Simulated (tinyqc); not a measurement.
Configuration-coordinate model of a defect: Huang-Rhys factor and luminescence line shape: one step, computed by the program tinyqc. Command: `OMP_NUM_THREADS=1 python tinyqc.py 3024735 3024736 out.jsonl ccline walk`. One thread of a shared host (Intel(R) Xeon(R) Processor @ 2.30GHz), about 0.01 s of CPU time with the checks.

Ground state E_g(Q) = (1/2) omega_g^2 Q^2; excited state E_e(Q) = E_0 + (1/2) omega_e^2 (Q - dQ)^2 with E_0 = E_ZPL - (hbar omega_e - hbar omega_g)/2. Q is mass-weighted; the dipole does not depend on Q (Condon approximation).

Question. Huang-Rhys factors and vertical energies. S = hbar omega dQ^2/(2 hbar^2/u) for each state; relaxation energy S hbar omega; absorption at E_0 + S_e hbar omega_e, emission at E_0 - S_g hbar omega_g; the Stokes shift is their difference.

Inputs (values chosen for the exercise, for a model defect in a wide-gap host):

| quantity | value | unit |
|---|---|---|
| zero-phonon energy E_ZPL | 5.66 | eV |
| displacement dQ | 0.523 | u^(1/2) angstrom |
| ground-state phonon hbar omega_g | 78.9 | meV |
| excited-state phonon hbar omega_e | 61.9 | meV |

Modes: different frequencies.

Constants: hbar^2/u = 4.18015928e-03 eV angstrom^2.

Give: S_g; S_e; relaxation energy, ground state; relaxation energy, excited state; vertical absorption energy; vertical emission energy; Stokes shift.

Answer.

S_g = 2.581

S_e = 2.025

relaxation energy, ground state = 0.2037 eV

relaxation energy, excited state = 0.1254 eV

vertical absorption energy = 5.794 eV

vertical emission energy = 5.465 eV

Stokes shift = 0.3290 eV

The coupling is intermediate: phonon replicas can be resolved beside the zero-phonon line.
